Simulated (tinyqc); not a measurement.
MOS capacitor on a p-type substrate, surface potential from the exact charge relation: effect of the insulator thickness on threshold and swing.

Uniform p-type substrate, Boltzmann statistics, full ionisation, classical densities. psi is the surface potential against the body (positive when the bands bend down) and u = psi/Vt. Traps are spread evenly over the gap and neutral at flat band, so their charge is -q Dit psi; the minority quasi-Fermi level is shifted by Vb.

ni = sqrt(Nc Nv) exp(-Eg/(2 Vt)), Eg in volts; phiF = Vt ln(N/ni); Cox = eps0 eox/tox; Vfb = phiM - chi - (Eg - Vt ln(Nv/N)) - q Nf/Cox; VT = Vfb + [(2 phiF + Vb)(1 + q Dit/Cox) + sqrt(2 eps0 eps_r q N (2 phiF + Vb))/Cox]. gamma = sqrt(2 eps0 eps_r q N)/Cox; Wm = sqrt(2 eps0 eps_r (2 phiF + Vb)/(q N)); m = 1 + (eps0 eps_r/Wm + q Dit)/Cox; swing m Vt ln 10; Cmin/Cox = 1/(1 + Cox Wm/(eps0 eps_r)).

Inputs (values chosen for the exercise); band and dielectric values those of a made-up semiconductor:
```
symbol,value,unit,meaning
T,325,K,temperature
Eg,1.01,eV,band gap
eps_r,10.8,,relative permittivity
Nc,3.07e19,cm^-3,conduction-band density of states at T
Nv,3.08e19,cm^-3,valence-band density of states at T
chi,4.68,eV,electron affinity
N,4.7e15,cm^-3,acceptor density of the substrate
eox,9.11,,relative permittivity of the gate insulator (close to aluminium oxide)
phiM,5.61,eV,gate work function
Nf,0,cm^-2,"fixed charge at the interface, in units of q"
Dit,0,cm^-2 eV^-1,density of interface traps
Vb,0,V,reverse bias of the inversion layer against the body
```

Constants: q = 1.602176634e-19 C, kB = 1.380649e-23 J/K, Vt = kB T/q, eps0 = 8.8541878128e-14 F/cm where lengths are in cm. Results are converted to the units shown.

The same in every row: Vfb (V) = 0.16611; 2 phiF (V) = 0.51787; Wm (nm) = 362.67.

Results:
```
tox (nm)  gamma (V^0.5)   VT (V)       m  swing (mV/decade)  Cmin/Cox
4.2            0.019760  0.69820  1.0137             65.372  0.013543
6.3            0.029640  0.70531  1.0206             65.815  0.020178
9.4            0.044225  0.71581  1.0307             66.468  0.029811
14             0.065867  0.73138  1.0458             67.438  0.043762
31              0.14585  0.78894  1.1013             71.022  0.092011
46              0.21642  0.83972  1.1504             74.184   0.13071
68              0.31992  0.91421  1.2223             78.821   0.18186
```

Estimate the missing row, tox = 21 nm.

Computed row:
```
tox (nm)  gamma (V^0.5)   VT (V)       m  swing (mV/decade)  Cmin/Cox
21             0.098800  0.75508  1.0686             68.914  0.064237
```

With this row back in the table: As tox goes from 4.2 to 68, VT rises from 0.698 to 0.914 V, the swing rises from 65.4 to 78.8 mV/decade and Cmin/Cox rises from 0.0135 to 0.182. Vfb does not move. m - 1 goes as tox^(1.00), that is as 1/Cox.

Numbers from tinyqc (`OMP_NUM_THREADS=1 python tinyqc.py 2060172 2060173 out.jsonl`; about 0.01 s on one thread of a shared Intel Xeon 2.30GHz).
